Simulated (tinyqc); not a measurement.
p-type polysilicon, carrier trapping at grain boundaries: effect of the temperature.

One-dimensional grains of size Lg, uniform ionised doping N, monovalent traps Qt at each boundary at a depth Et below (for electrons) or above (for holes) the band edge there, abrupt depletion of width W on each side of a boundary, Boltzmann statistics. xi is the distance from the band edge at the grain centre to the Fermi level. Trapped charge Qt/(1 + exp((xi + VB - Et)/Vt)) = 2 N W, barrier VB = q N W^2/(2 eps0 eps_r).

NB is given at 350 K and scales as (T/350 K)^1.5. If the trap equation with xi = Vt ln(NB/N) has a root W < Lg/2, the grain is partly depleted; otherwise W = Lg/2 and the trap equation gives xi = Et - VB + Vt ln(Qt/(N Lg) - 1). N* = Qt/Lg. n0 = NB exp(-xi/Vt); mean density n0 (1 - 2 W/Lg) by charge balance in a partly depleted grain, and n0 (sqrt(pi)/2) erf(u)/u with u = sqrt(VB/Vt) in a fully depleted one; v = sqrt(kB T/(2 pi ms m0)); barrier resistivity Vt exp(VB/Vt)/(q fe n0 v Lg); grain resistivity (1 - 2 W/Lg)/(q n0 mug); effective mobility 1/(q mean density total resistivity). Rows with xi above 0.45 V, towards mid-gap, are left out, since the other carrier type is ignored.

Parameters, values chosen for the exercise; values of the order met in polycrystalline silicon: relative permittivity eps_r = 11.7; valence-band density of states at the reference temperature NB = 3.34e19 cm^-3; grain size Lg = 58 nm; trap density of a grain boundary Qt = 5.8e11 cm^-2; depth of the trap level from the majority band edge at the boundary Et = 0.39 eV; mass for thermionic emission ms = 0.43 m0; correction factor of the emission rate fe = 0.12; mobility inside the grains mug = 150 cm^2/(V s); doping N = 4.4e17 cm^-3.

Constants: q = 1.602176634e-19 C, kB = 1.380649e-23 J/K, m0 = 9.1093837015e-31 kg, Vt = kB T/q, eps0 = 8.8541878128e-14 F/cm where lengths are in cm. Results are converted to the units shown.

The same in every row: N/N* = 4.4000.

Effect of the temperature:
```
T (K)  depleted share 2 W/Lg    VB (V)    xi (V)  mean density (cm^-3)  resistivity (ohm cm)  effective mobility (cm^2/(V s))
200                  0.22727  0.014780  0.060151             3.4000e17               0.32030                           57.313
240                  0.22727  0.014780  0.077837             3.4000e17               0.30783                           59.635
280                  0.22727  0.014780  0.096389             3.4000e17               0.30202                           60.781
320                  0.22725  0.014778   0.11568             3.4001e17               0.29978                           61.236
360                  0.22717  0.014767   0.13562             3.4004e17               0.29956                           61.274
400                  0.22688  0.014729   0.15614             3.4017e17               0.30049                           61.061
440                  0.22606  0.014623   0.17718             3.4053e17               0.30193                           60.704
```

As T goes from 200 to 440, VB falls from 0.0148 to 0.0146 V, the resistivity goes from 0.320 through a minimum of 0.300 (at T = 360 among the rows listed) to 0.302 ohm cm and the effective mobility goes from 57.3 through a maximum of 61.3 (at T = 360 among the rows listed) to 60.7 cm^2/(V s). The activation energy kB ln(rho1/rho2)/(1/T1 - 1/T2) is 0.00411 eV between the first two rows and -0.00182 eV between the last two; mug is held fixed. In every row VB is below Vt, where abrupt depletion and thermionic emission are rough.

Program tinyqc, `OMP_NUM_THREADS=1 python tinyqc.py 2830207 2830208 out.jsonl`; Intel Xeon 2.30GHz, shared host, one thread, about 0.01 s.
